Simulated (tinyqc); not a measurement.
Worked calculation: one-electron ion in a basis of Gaussians. One step of it, computed by the program tinyqc.

Problem. Matrices over normalised Gaussians. With p = a_i + a_j and I(k) = Gamma((k+1)/2) / (2 p^((k+1)/2)): S = I(2l+2), T = (2l+3) a_i a_j S / p, V = -Z I(2l+1), each divided by sqrt(S_ii S_jj).

exponents of r^l exp(-a r^2) (1/bohr^2): [0.035550, 0.080020, 0.180100, 0.405400, 0.912500, 2.054000, 4.623000]

Z = 4

l = 2

Give: S; T; V.

Solution.

S:
```
[[1.0000, 0.7555, 0.3520, 0.1191, 0.0338, 0.0088, 0.0022],
 [0.7555, 1.0000, 0.7555, 0.3520, 0.1191, 0.0338, 0.0088],
 [0.3520, 0.7555, 1.0000, 0.7555, 0.3520, 0.1191, 0.0338],
 [0.1191, 0.3520, 0.7555, 1.0000, 0.7555, 0.3520, 0.1191],
 [0.0338, 0.1191, 0.3520, 0.7555, 1.0000, 0.7555, 0.3520],
 [0.0088, 0.0338, 0.1191, 0.3520, 0.7555, 1.0000, 0.7555],
 [0.0022, 0.0088, 0.0338, 0.1191, 0.3520, 0.7555, 1.0000]]
```

T (hartree):
```
[[0.1244, 0.1302, 0.0732, 0.0273, 0.0081, 0.0022, 0.0005],
 [0.1302, 0.2801, 0.2930, 0.1647, 0.0613, 0.0182, 0.0048],
 [0.0732, 0.2930, 0.6303, 0.6594, 0.3706, 0.1381, 0.0410],
 [0.0273, 0.1647, 0.6594, 1.4189, 1.4844, 0.8343, 0.3108],
 [0.0081, 0.0613, 0.3706, 1.4844, 3.1938, 3.3411, 1.8779],
 [0.0022, 0.0182, 0.1381, 0.8343, 3.3411, 7.1890, 7.5211],
 [0.0005, 0.0048, 0.0410, 0.3108, 1.8779, 7.5211, 16.1805]]
```

V (hartree):
```
[[-0.6419, -0.6182, -0.3935, -0.1904, -0.0793, -0.0306, -0.0114],
 [-0.6182, -0.9630, -0.9276, -0.5904, -0.2857, -0.1189, -0.0459],
 [-0.3935, -0.9276, -1.4447, -1.3915, -0.8857, -0.4286, -0.1784],
 [-0.1904, -0.5904, -1.3915, -2.1676, -2.0877, -1.3289, -0.6430],
 [-0.0793, -0.2857, -0.8857, -2.0877, -3.2520, -3.1322, -1.9938],
 [-0.0306, -0.1189, -0.4286, -1.3289, -3.1322, -4.8790, -4.6994],
 [-0.0114, -0.0459, -0.1784, -0.6430, -1.9938, -4.6994, -7.3197]]
```
